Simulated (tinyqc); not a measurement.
Doping and flat-band voltage from two insulator thicknesses.

Inverse problem. A junctionless wire is fully depleted at VT = Vfb - q Nd R^2/(4 eps0 eps_r) - q Nd R^2 ln(1 + tox/R)/(2 eps0 eox). Find Nd and Vfb.

Inputs (values chosen for the exercise); material values close to those of silicon: relative permittivity of the semiconductor eps_r = 11.5; relative permittivity of the gate insulator eox = 3.9; wire radius R = 5 nm.

Constants: q = 1.602176634e-19 C, eps0 = 8.8541878128e-14 F/cm where lengths are in cm. Results are converted to the units shown.

VT at tox = 3.6 and 7.9 nm (V): -0.71991567  -1.4489068

Answer. The difference of the thresholds is proportional to Nd and holds no Vfb.

Nd = 3.100e19 cm^-3
Vfb = 0.5600 V

tinyqc, about 0.01 s, one thread, Intel Xeon 2.30GHz (shared host): `OMP_NUM_THREADS=1 python tinyqc.py 2460007 2460008 out.jsonl`
